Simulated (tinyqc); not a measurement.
# Contact resistivity and sheet resistance from two contact lengths

Question. Rc = [sqrt(rc Rsh)/Wc] coth(Lc/(2 LT)), LT = sqrt(rc/Rsh), Wc = 84 nm; the second contact is twice as long as the first. Find LT, rc and Rsh.

Rc for Lc = 21 and 42 nm (ohm): 361.623445  195.694454

Answer. With t = tanh(Lc/(2 LT)) for the shorter contact, the resistance of the longer over that of the shorter is (1 + t^2)/2. Then sqrt(rc Rsh) = Rc t Wc, and rc and Rsh follow by multiplying and dividing by LT.

LT = 35.6 nm
rc = 3.10e-9 ohm cm^2
Rsh = 245 ohm

tinyqc, about 0.03 s, one thread, Intel Xeon 2.30GHz (shared host): `OMP_NUM_THREADS=1 python tinyqc.py 2170092 2170093 out.jsonl`
